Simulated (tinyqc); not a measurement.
Worked calculation: UHF in the sto-6g basis, for H4, spin multiplicity 3. This run ends on a higher stationary point, not on the lowest solution. One step of it, computed by the program tinyqc.

Problem. Iteration 1: building the Fock matrix. J_ij = sum D_kl (ij|kl) with D = D(alpha) + D(beta), K_ij = sum D_kl (ik|jl) for each spin; F = H + J - K(s); E = tr D H + tr D J / 2 - 0.5 sum_s tr D(s) K(s) + E_nn.

D(alpha) at the start, lower triangle:
```
           1H 1s      2H 1s      3H 1s     4H 1s
1H 1s   0.956964
2H 1s  -0.216157   0.758319
3H 1s  -0.578377   0.432204   0.758319
4H 1s   0.554640  -0.578377  -0.216157  0.956964
```

D(beta) at the start, lower triangle:
```
          1H 1s     2H 1s     3H 1s     4H 1s
1H 1s  0.074214
2H 1s  0.121814  0.199943
3H 1s  0.121814  0.199943  0.199943
4H 1s  0.074214  0.121814  0.121814  0.074214
```

core Hamiltonian H = T + V (hartree), lower triangle:
```
           1H 1s      2H 1s      3H 1s      4H 1s
1H 1s  -1.476429
2H 1s  -1.150171  -1.678631
3H 1s  -0.170937  -0.585493  -1.678631
4H 1s  -0.040780  -0.170937  -1.150171  -1.476429
```

Two-electron integrals (ij|kl) in chemists' order, unique and non-zero (hartree):
```
(11|11) 0.774999   (21|11) 0.392347   (21|21) 0.239297   (22|11) 0.535236
(22|21) 0.392347   (22|22) 0.774999   (31|11) 0.035451   (31|21) 0.024092
(31|22) 0.045254   (31|31) 0.003190   (32|11) 0.101438   (32|21) 0.076735
(32|22) 0.161861   (32|31) 0.012072   (32|32) 0.050056   (33|11) 0.235998
(33|21) 0.174102   (33|22) 0.366438   (33|31) 0.035451   (33|32) 0.161861
(33|33) 0.774999   (41|11) 0.006827   (41|21) 0.004684   (41|22) 0.008912
(41|31) 0.000672   (41|32) 0.002636   (41|33) 0.008912   (41|41) 0.000151
(42|11) 0.023052   (42|21) 0.017084   (42|22) 0.035451   (42|31) 0.002860
(42|32) 0.012072   (42|33) 0.045254   (42|41) 0.000672   (42|42) 0.003190
(43|11) 0.119857   (43|21) 0.085702   (43|22) 0.174102   (43|31) 0.017084
(43|32) 0.076735   (43|33) 0.392347   (43|41) 0.004684   (43|42) 0.024092
(43|43) 0.239297   (44|11) 0.172191   (44|21) 0.119857   (44|22) 0.235998
(44|31) 0.023052   (44|32) 0.101438   (44|33) 0.535236   (44|41) 0.006827
(44|42) 0.035451   (44|43) 0.392347   (44|44) 0.774999
```

nuclear repulsion = 2.29054151 hartree

Give: Coulomb J; exchange K(alpha); exchange K(beta); F(alpha); F(beta); total energy of this density.

Solution.

Coulomb J (hartree), lower triangle:
```
       1H 1s  2H 1s  3H 1s  4H 1s
1H 1s  1.703
2H 1s  1.075  1.924
3H 1s  0.140  0.535  1.924
4H 1s  0.032  0.140  1.075  1.703
```

exchange K(alpha) (hartree), lower triangle:
```
       1H 1s  2H 1s  3H 1s  4H 1s
1H 1s  0.738
2H 1s  0.495  0.712
3H 1s  0.049  0.253  0.712
4H 1s  0.021  0.049  0.495  0.738
```

exchange K(beta) (hartree), lower triangle:
```
       1H 1s  2H 1s  3H 1s  4H 1s
1H 1s  0.222
2H 1s  0.250  0.376
3H 1s  0.130  0.233  0.376
4H 1s  0.074  0.130  0.250  0.222
```

F(alpha) (hartree), lower triangle:
```
        1H 1s   2H 1s   3H 1s   4H 1s
1H 1s  -0.512
2H 1s  -0.570  -0.466
3H 1s  -0.079  -0.303  -0.466
4H 1s  -0.031  -0.079  -0.570  -0.512
```

F(beta) (hartree), lower triangle:
```
        1H 1s   2H 1s   3H 1s  4H 1s
1H 1s   0.004
2H 1s  -0.325  -0.130
3H 1s  -0.160  -0.284  -0.130
4H 1s  -0.084  -0.160  -0.325  0.004
```

total energy of this density = -1.72343 hartree
